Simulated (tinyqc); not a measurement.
# Doping and flat-band voltage from the body effect

Problem. VT = Vfb + 2 phiF + gamma sqrt(2 phiF + Vsb), phiF = Vt ln(Na/ni), gamma = sqrt(2 q eps0 eps_r Na)/Cox, Cox = eps0 eox/tox. Find Na, gamma and Vfb from two thresholds.

Values chosen for this exercise; material values close to those of gallium nitride: temperature T = 293 K; relative permittivity of the semiconductor eps_r = 9.49; relative permittivity of the gate insulator eox = 21.6; insulator thickness tox = 160 nm.

Constants: q = 1.602176634e-19 C, kB = 1.380649e-23 J/K, Vt = kB T/q, eps0 = 8.8541878128e-14 F/cm where lengths are in cm. Results are converted to the units shown.

VT at Vsb = 0 and 0.5 V (V): 0.68913116  0.72783365
ni = 2.1389271e-11 cm^-3

Solution. The difference of the thresholds, gamma [sqrt(2 phiF + Vsb) - sqrt(2 phiF)], holds no Vfb and rises with Na, so it has one root; Vfb then follows from the first threshold.

Na = 4.20e15 cm^-3
gamma = 0.281 V^0.5
Vfb = -2.86 V

Numbers from tinyqc (`OMP_NUM_THREADS=1 python tinyqc.py 2360083 2360084 out.jsonl`; about 0.05 s on one thread of a shared Intel Xeon 2.30GHz).
